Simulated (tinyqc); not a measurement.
What each input does: carrier statistics of a doped semiconductor with parabolic bands.

Eg(T) = Eg0 - al T^2/(T + be); m_de = Mv^(2/3) (ml mt^2)^(1/3); m_dh = (mhh^(3/2) + mlh^(3/2))^(2/3); Nc and Nv from N = 2 (m kB T/(4 pi c))^(3/2) with c = hbar^2/2m0, in 1/angstrom^3; times 1e24 for 1/cm^3.

Energies are counted from Ev, so Ec = Eg. n = Nc F_1/2((EF - Eg)/kT), p = Nv F_1/2(-EF/kT), ND+ = ND/(1 + 2 exp((EF - Eg + ED)/kT)), NA- = NA/(1 + 4 exp((EA - EF)/kT)); neutrality asks p + ND+ = n + NA-. F_j(eta) = (1/Gamma(j + 1)) integral_0^infinity x^j dx/(1 + exp(x - eta)), which tends to exp(eta) for eta << 0.

Constants: hbar^2/2m0 = 3.80998211 eV angstrom^2; kB = 8.617333262e-05 eV/K.

Inputs chosen for the exercise (near those of GaN; the results hold for these values, not for the real material):
- Eg0 = 3.502 eV (gap at 0 K)
- al = 0.000902 eV/K (Varshni alpha)
- be = 836 K (Varshni beta)
- ml = 0.201 m0 (longitudinal electron mass)
- mt = 0.201 m0 (transverse electron mass)
- Mv = 1 (equivalent valleys)
- mhh = 1.41 m0 (heavy-hole mass)
- mlh = 0.298 m0 (light-hole mass)
- ND = 3e+15 1/cm^3 (donors)
- NA = 6.8e+12 1/cm^3 (acceptors)
- ED = 0.0219 eV (donor level below Ec)
- EA = 0.179 eV (acceptor level above Ev)
- T = 150 K

Neutrality solved anew for each case. Each row changes one parameter from the base and keeps the others.

Results:
```
case                 EF (eV)  n (1/cm^3)  p (1/cm^3)
base                  3.4087    2.88e+15    4.84e-96
T = 190 K             3.3727    2.94e+15    8.05e-71
ND = 1.5e+15 1/cm^3   3.4000    1.46e+15    9.52e-96
NA = 3.4e+12 1/cm^3   3.4087    2.88e+15    4.83e-96
Eg0 = 3.552 eV        3.4587    2.88e+15    1.01e-97
mt = 0.2412 m0        3.4064    2.90e+15    5.77e-96
mhh = 1.692 m0        3.4087    2.88e+15    6.22e-96
ED = 0.0328 eV        3.4081    2.75e+15    5.06e-96
```

The largest shifts from the base row, up to three for each result and ties (the steps differ in size, so this ranks the rows, not the parameters). EF (eV): Eg0 +0.0500, T -0.0360, ND -0.0088; unchanged at the printed digits by NA and mhh. n (1/cm^3): ND -1.42e+15, ED -1.27e+14, T +5.55e+13; unchanged at the printed digits by NA, Eg0 and mhh. p (1/cm^3): T +8.05e-71, Eg0 -4.74e-96, ND +4.68e-96.

Run: tinyqc, `OMP_NUM_THREADS=1 python tinyqc.py 1682780 1682781 out.jsonl`; Intel(R) Xeon(R) Processor @ 2.30GHz, one thread, shared host; about 0.01 s of CPU time with all checks.
